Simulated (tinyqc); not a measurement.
Worked calculation: quasi-harmonic thermal expansion with mode Grueneisen parameters. Computed by tinyqc, a small Python program that keeps every step. Command: `OMP_NUM_THREADS=1 python tinyqc.py 3003604 3003605 out.jsonl qha walk`. One thread of a shared host (Intel(R) Xeon(R) Processor @ 2.30GHz), about 0.02 s of CPU time with the checks. Intermediate numbers are printed to about 6 digits and carried at full precision; extremes and crossings named in words are read from the listed rows.

A crystal with two atoms a cell; per atom there are 1 transverse acoustic (TA), 1/2 longitudinal acoustic (LA) and 3/2 optical (O) modes. Every frequency of group i scales as nu_i (V/V0)^(-gamma_i). Each group has one frequency. Static energy: E = (9 V0 B0/16) [y^3 B' + y^2 (2 - 4 y)], y = (V0/V)^(2/3) - 1, with pressure P_s = (3 B0/2) (z^7 - z^5) [1 + (3/4)(B' - 4)(z^2 - 1)], z = (V0/V)^(1/3).

Inputs (values chosen for the exercise, for a model crystal): static volume V0 = 12.6 angstrom^3/atom; static bulk modulus B0 = 93.6 GPa; static B' = 4.34; frequency nu_TA = 8.26 THz; frequency nu_LA = 19.3 THz; frequency nu_O = 24.6 THz; Grueneisen parameter gamma_TA = 1.4; Grueneisen parameter gamma_LA = 1.8; Grueneisen parameter gamma_O = 1.9; temperature T = 50 K; step factor f = 1.

Acoustic groups: Einstein.

Constants: h x 1 THz = 4.135667696 meV; k_B = 8.617333262e-05 eV/K; 1 eV/angstrom^3 = 160.2176634 GPa.

## Mode groups at the static volume

For a mode with x = h nu/(k_B T), n = 1/(exp(x) - 1): U = h nu (n + 1/2), C/k_B = x^2 n (n + 1); U_i and C_i sum these over group i with its weight per atom. Phonon pressure P_ph = sum_i gamma_i U_i/V.

Groups:
```
group  h nu_i/(k_B T)  U_i (meV)    C_i (k_B)  gamma_i C_i (k_B)
TA            7.92835    17.0926    0.0226694          0.0317372
LA            18.5251    19.9546  1.54579e-06        2.78242e-06
O             23.6123    76.3031  4.65249e-08        8.83974e-08
```

phonon pressure at V0 = 2.60448 GPa

## Grueneisen's estimate

gamma_th = sum gamma_i C_i / sum C_i; volume expansion coefficient alpha_V = gamma_th C k_B/(B0 V0); linear coefficient alpha_V/3; first-order volume change P_ph/B0.

heat capacity C at V0 = 0.0226710 k_B/atom

gamma_th at V0 = 1.40003

linear expansion, Grueneisen estimate = 0.123858 ppm/K

first-order volume change = 2.78256 %

The TA group gives the largest part of the expansion.

## Equilibrium volume by iteration

Start at V0 and step V(new) = V [1 + f (P_s + P_ph)/B0]; stop when |P_s + P_ph| < 1e-8 GPa, after 60 steps, or when V leaves 0.7 to 1.3 V0.

Iterations:
```
step  V (angstrom^3)  P_s + P_ph (GPa)
0            12.6000       2.60448e+00
1            12.9506      -1.01519e-02
2            12.9492      -4.14743e-04
3            12.9491      -1.68669e-05
4            12.9491      -6.85822e-07
5            12.9491      -2.78859e-08
6            12.9491      -1.13383e-09
```

converged (1 yes, 0 no) = 1

volume V(T) = 12.9491 angstrom^3/atom

Converged at step 6; the volume lies +2.771 % from V0.

## Properties at the equilibrium volume

B_T = -V d(P_s + P_ph)/dV at fixed T (central difference, step 1e-4 V); alpha_V = sum gamma_i C_i k_B/(B_T V), all at V(T); the linear coefficient is alpha_L = alpha_V/3. C_P - C_V = alpha_V^2 B_T V T; the optical frequency is nu_O (V/V0)^(-gamma_O).

volume change from V0 = 2.77094 %

isothermal bulk modulus B_T = 89.7942 GPa

linear expansion coefficient = 0.156766 ppm/K

C_V = 0.0282901 k_B/atom

C_P - C_V = 9.31365e-07 k_B/atom

optical frequency at V(T) = 23.3551 THz

B_T lies -4.07 % from the static B0, and the Grueneisen estimate at V0 differs from this expansion coefficient by -21.0 %. Caution: k_B T is far below h nu_TA; one frequency a group leaves out the long acoustic waves, so heat capacity and expansion coefficient come out far too small in size.

## Zero-point expansion

At T = 0, U_i is the zero-point energy (h nu/2 a mode); solve P_s + P_ph = 0.

volume at T = 0 = 12.9491 angstrom^3/atom

zero-point volume change = 2.77062 %

## Expansion against temperature

V(T) solves P_s + P_ph = 0. The Grueneisen estimate uses C_i, V0 and B0 at the static volume; gamma_th = sum gamma_i C_i / sum C_i is taken at V(T).

Quasi-harmonic results:
```
T (K)  V/V0 - 1 (%)  B_T (GPa)  alpha_L (ppm/K)  alpha_L, Grueneisen estimate  gamma_th
20          2.77062    89.7977           0.0000                        0.0000   1.40000
40          2.77067    89.7971           0.0363                        0.0266   1.40000
70          2.77344    89.7740           0.7155                        0.6138   1.40100
100         2.78551    89.6994           1.9208                        1.7336   1.41044
150         2.83132    89.4560           4.0425                        3.6903   1.46251
220         2.95375    88.8229           7.3322                        6.6593   1.55506
300         3.18048    87.7436          10.8934                        9.9105   1.62134
450         3.80564    85.2332          15.5241                       14.0753   1.67352
700         5.19525    80.6993          19.4412                       17.1826   1.69956
1000        7.18220    75.2325          21.9471                       18.5784   1.70886
```

alpha_L is positive throughout. gamma_th moves from 1.40, near gamma_TA = 1.4, to 1.71, near the average over all modes, 1.72, as the stiffer groups take up their share of C. B_T changes by -16.2 % over the table, and at the highest T the estimate at fixed V0 and B0 is off by -15.3 %. Rows with a volume change above 4 % are beyond the safe range of the quasi-harmonic model. In the coldest rows alpha_L is far too small in size, since one frequency a group leaves out the long acoustic waves.

Checks made by the program: zero of the pressure against the minimum of F(V) = E + F_ph (relative difference 5e-09); alpha against the slope of V(T) (relative difference 3e-06).
